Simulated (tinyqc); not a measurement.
The window of frequencies: the 3-omega method: a line heater on a substrate with a thin film. Computed by tinyqc, a small Python program. Command: `OMP_NUM_THREADS=1 python tinyqc.py 3002919 3002920 out.jsonl threeomega walk`. One thread of a shared host (Intel(R) Xeon(R) Processor @ 2.30GHz), about 0.01 s of CPU time with the checks.

A current at angular frequency omega = 2 pi f heats the line at 2 omega with the amplitude P per length; the temperature swing Delta T at 2 omega gives a voltage at 3 omega. The substrate is taken as semi-infinite and isotropic, and the heat capacity of heater and film is left out.

Inputs (values chosen for the exercise, modelled on a silicon-germanium alloy on silica):

| quantity | value | unit |
|---|---|---|
| substrate conductivity kappa | 1.43 | W/(m K) |
| substrate heat capacity C | 1.64 | 1e6 J/(m^3 K) |
| heater half-width b | 4.9 | micrometre |
| power amplitude per length P | 1.7 | W/m |
| current frequency f | 66 | Hz |
| substrate thickness d_s | 300 | micrometre |

Method:
- D = kappa/C; q = sqrt(2 i omega/D); penetration depth 1/|q| = sqrt(D/(2 omega)).
- Delta T_s = (P/(pi kappa)) int_0^infinity (sin x/x)^2 / sqrt(x^2 + (q b)^2) dx with (q b)^2 = i |q b|^2, averaged over the heater width (12 Gauss-Legendre points on each of the pieces 0, 14 log-spaced edges from 1e-5 to 1, and multiples of pi to 40 pi; the tail adds 1/(4 (40 pi)^2)).
- For |q| b much below 1: Delta T_s = (P/(pi kappa)) [-ln(|q| b) + eta - i pi/4], eta = 3/2 - C_E = 0.92278, with Euler's C_E = 0.5772157.
- The slope value uses each f and 2f: kappa = P ln 2/(2 pi [Delta T(f) - Delta T(2f)]).

diffusivity D = 0.871951 mm^2/s

Bare substrate:

| f (Hz) | penetration depth (micrometre) | \|q\| b | in-phase (K) | out-of-phase (K) | narrow-line form (K) | kappa from the slope (W/(m K)) |
|---|---|---|---|---|---|---|
| 0.029 | 1546.8 | 0.0031678 | 2.5268 | -0.29720 | 2.5268 | 1.4300 |
| 0.29 | 489.15 | 0.010017 | 2.0912 | -0.29717 | 2.0912 | 1.4301 |
| 2.9 | 154.68 | 0.031678 | 1.6556 | -0.29692 | 1.6555 | 1.4305 |
| 14 | 70.401 | 0.069602 | 1.3579 | -0.29608 | 1.3576 | 1.4326 |
| 58 | 34.588 | 0.14167 | 1.0897 | -0.29345 | 1.0887 | 1.4407 |
| 290 | 15.468 | 0.31678 | 0.78901 | -0.28351 | 0.78420 | 1.4819 |
| 1200 | 7.6041 | 0.64439 | 0.53415 | -0.25855 | 0.51549 | 1.6329 |
| 5800 | 3.4588 | 1.4167 | 0.29084 | -0.19772 | 0.21739 | 2.3123 |
| 29000 | 1.5468 | 3.1678 | 0.13278 | -0.11383 | -0.087127 | 4.8138 |
| 170000 | 0.63888 | 7.6697 | 0.054801 | -0.051585 | -0.42174 | 11.684 |

The slope gives kappa within 1 % up to |q| b = 0.14 (f = 58 Hz) among these rows. The penetration depth stays under d_s/5 = 60 micrometre from f = 58 Hz up, so that row alone meets both conditions. At high f the flow turns one-dimensional: in-phase and out-of-phase parts become equal in size (ratio 0.94 in the last row) and fall as f^(-1/2) (exponent -0.50).
